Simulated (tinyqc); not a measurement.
Deformation-potential model of the X valleys of a conduction band, step by step. Values are carried at full precision from step to step, so a last printed digit may differ when a step is redone from the rounded ones.

s11 = (C11 + C12)/((C11 - C12)(C11 + 2 C12)), s12 = -C12/((C11 - C12)(C11 + 2 C12)), s44 = 1/C44; exx = s11 sxx + s12 (syy + szz) and cyclic, exy = s44 sxy/2; tension is positive. A uniaxial stress X along the unit vector n is s_ij = X n_i n_j. Biaxial (001) means sxx = syy = X.

Constants: kB = 8.617333262e-05 eV/K; hbar^2/2m0 = 3.80998211 eV angstrom^2.

Inputs chosen for the exercise (near those of GaP; the results hold for these values, not for the real material):
- C11 = 133.5 GPa
- C12 = 63.4 GPa
- C44 = 72.5 GPa
- load = biaxial (001) (kind of stress)
- X = -1.89 GPa (stress)
- Xd = 1.62 eV (dilation potential)
- Xu = 6.85 eV (uniaxial potential)
- T = 400 K (temperature)
- ml = 1.937 m0 (longitudinal mass)
- mt = 0.242 m0 (transverse mass)

## Strain from a biaxial (001) stress

Form the compliances and the strain.

s11, s12, s44 (1/TPa): 10.7908  -3.4745  13.7931

strain tensor:
```
           x          y         z
x  -0.013828   0.000000  0.000000
y   0.000000  -0.013828  0.000000
z   0.000000   0.000000  0.013134
```

## Valley shifts

Valleys with axes along x, y and z, one whole valley each. Herring-Vogt shift of a valley with unit axis a: dE = Xd tr(e) + Xu a.e.a. Non-degenerate shares n_i = exp(-dE_i/kT)/sum_j exp(-dE_j/kT). Inverse mass tensor of a valley: (1 - a a)/mt + a a/ml; the masses are taken as independent of strain.

Apply the Herring-Vogt formula to each valley.

Xd tr(e) = -23.53 meV

a.e.a: x -0.013828, y -0.013828, z 0.013134

shifts dE (meV): x -118.25, y -118.25, z 66.44

The lowest valleys are x and y, 184.7 meV below the highest; the mean shift over all valleys is (Xd + Xu/3) tr(e) = -56.68 meV.

## Shares of the electrons

Boltzmann factors of the shifts.

kT = 34.469 meV

shares: x 0.4988, y 0.4988, z 0.0023

effective number of valley axes, 1/(largest share) = 2.005

## Conductivity mass tensor

With one scattering time for all valleys the conductivity goes as M = sum_i n_i (inverse mass tensor of valley i); along the unit vector u, 1/m_c = u.M.u. Without stress 1/m_c = (1/ml + 2/mt)/3. Take u along [100].

M (1/m0):
```
       x      y      z
x  2.328  0.000  0.000
y  0.000  2.328  0.000
z  0.000  0.000  4.124
```

m_c along [100] = 0.4295 m0
m_c without stress = 0.3417 m0

The repopulation alone changes the mobility along [100] by -20.4 %; with all electrons in the valleys lightest or heaviest along this direction it would change by +41 or -82 %.

## Effective density of states

Each of the 3 whole valleys has m_d = (ml mt^2)^(1/3) and N = 2 (m_d kT/(4 pi c))^(3/2), c = hbar^2/2m0. Counted from the lowest edge, Nc = N x sum_i exp(-(dE_i - dE_min)/kT). 1 angstrom^-3 = 1e24 cm^-3.

m_d = 0.4841 m0
N of one valley = 1.301e+19 cm^-3
Nc under stress = 2.609e+19 cm^-3
Nc without stress = 3.904e+19 cm^-3

## Piezoresistance from repopulation

For small stress d(rho)/rho = pi X. For valleys on the cube axes pi11 = -(2/3) Xu (s11 - s12)/kT x (K - 1)/(2K + 1), pi12 = -pi11/2, pi44 = 0, K = ml/mt. For stress along [110]: pi_l = (pi11 + pi12 + pi44)/2 with the current along it and pi_t = (pi11 + pi12 - pi44)/2 with the current along [1-10]. 1/GPa = 100 x 1e-11/Pa.

K = 8.004

pi11, pi12, pi44 (1e-11/Pa): -77.8  38.9  0.0

pi_l, pi_t for [110] (1e-11/Pa): -19.5  -19.5

Only the transfer between valleys is counted; changes of mass and of intervalley scattering add to it in a real crystal.

## Checks

- Conductivity mass at zero stress against 3/(1/ml + 2/mt): both 0.3416574.
- Piezoresistance coefficients by finite differences against the closed form: largest difference 1.0e-08.

tinyqc: `OMP_NUM_THREADS=1 python tinyqc.py 1081374 1081375 out.jsonl`; about 0.03 s, one thread, shared Intel(R) Xeon(R) Processor @ 2.30GHz.
